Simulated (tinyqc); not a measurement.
From E_F at growth back to shift s of the chemical potential: self-consistent Fermi level with native defects, at growth and after a quench. Computed by tinyqc, a small Python program. Command: `OMP_NUM_THREADS=1 python tinyqc.py 3029968 3029969 out.jsonl scfermi inv`. One thread of a shared host (Intel(R) Xeon(R) Processor @ 2.30GHz), about 0.1 s of CPU time with the checks.

Energies are counted from the top of the valence band (VBM); when the gap shrinks with temperature the conduction band moves and the levels stay. D and A draw on one reservoir with opposite signs, as the two vacancies of a compound do.

Inputs (values chosen for the exercise, with bands modelled on 4H-SiC):
```
quantity,value,unit
gap E_g at 300 K,3.19,eV
slope -dE_g/dT above 300 K,0.00027,eV/K
electron mass m_e,0.398,m_0
valleys M_c,3,-
hole mass m_h,2.02,m_0
E_f of the neutral native donor D,1.881,eV
E_f of the neutral native acceptor A,2.097,eV
site density N_s,3.9e+22,cm^-3
growth temperature T_g,1520,K
```

Added shallow dopant: none.

levels of D above the VBM, most positive state first (eV): [1.53]

levels of A above the VBM, (0/-1) first (eV): [0.534, 0.718, 1.09]

Constants: m_0 = 9.1093837015e-31 kg; k_B = 1.380649e-23 J/K; h = 6.62607015e-34 J s; k_B = 8.617333262e-05 eV/K.

Method:
- E_f(D, 0) = input + s and E_f(A, 0) = input - s; E_f(q, E_F = 0) follows from the levels, eps(q/q-1) = E_f(q - 1) - E_f(q) at E_F = 0.
- E_g(T) = E_g - slope x max(0, T - 300 K).
- N_c = 2 M_c (2 pi m_e k_B T/h^2)^(3/2) and N_v = 2 (2 pi m_h k_B T/h^2)^(3/2), masses in units of m_0.
- At growth T = T_g.
- n = N_c F_1/2((E_F - E_g)/k_B T), p = N_v F_1/2(-E_F/k_B T).
- F_1/2(eta) = (2/sqrt(pi)) int_0^infinity sqrt(x)/(1 + exp(x - eta)) dx, by the trapezoid rule in t = sqrt(x) with step 0.02 up to t = 12 (for eta < -12 by exp(eta) - exp(2 eta)/2^(3/2)).
- In equilibrium c_q = N_s exp(-(E_f(q, 0) + q E_F)/k_B T).
- Net charge = p - n + sum q c_q; the log ratio is ln(positive charge/negative charge).
- E_F is the root of the log ratio, by 50 bisections between -0.5 eV and E_g + 0.5 eV.

Task: A run gave the result below. Find the shift s of the chemical potential, known to lie between 0.074 and 0.16 eV.

E_F at growth = 0.901673 eV

Result:

Each step takes the trial c = (a f_b - b f_a)/(f_b - f_a), f being the result less the target and a, b, c the logarithms of the listed values; c replaces end b, the old b replaces a if the sign of f changed, and otherwise f_a is halved.

Scan of the range:
```
shift s of the chemical potential (eV),E_F at growth (eV)
0.0740,0.920385
0.0841,0.915199
0.0957,0.909288
0.1090,0.902576
0.1240,0.895091
0.1410,0.886723
0.1600,0.877520
```

False position (Illinois rule, in the logarithm of the input) inside the bracket:
```
step,end a,end b,trial,E_F at growth (eV)
1,0.109000,0.124000,0.110709,0.901719
2,0.124000,0.110709,0.110795,0.901675
3,0.124000,0.110795,0.110804,0.901671
4,0.110795,0.110804,0.110800,0.901673
```

E_F at growth falls at every point of a 13-point scan of the range (every second point is shown), so one value fits; it is bracketed by 0.109 and 0.124. Answer: shift s of the chemical potential = 0.1108 eV.
